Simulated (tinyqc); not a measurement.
# Permittivity and interface capacitance from two thicknesses

Problem. 1/C = t/(eps0 ek) + 2/ci for planar capacitors that differ only in thickness. Find ek, ci and the EOT of the interfaces, 2 x 3.9 eps0/ci.

Constants: eps0 = 8.8541878128e-14 F/cm where lengths are in cm. Results are converted to the units shown.

C at t = 7.8 and 23 nm (uF/cm^2): 2.5635840  0.87234521

Solution. 1/C is a straight line in t: the slope gives ek and the intercept 2/ci. A single thickness would give only the effective permittivity; when the interfaces are a small part of 1/C, ci needs very accurate data.

ek = 22.7
ci = 1.00e3 uF/cm^2
EOT of the interfaces = 0.00691 nm

tinyqc, about 0.01 s, one thread, Intel Xeon 2.30GHz (shared host): `OMP_NUM_THREADS=1 python tinyqc.py 2102188 2102189 out.jsonl`
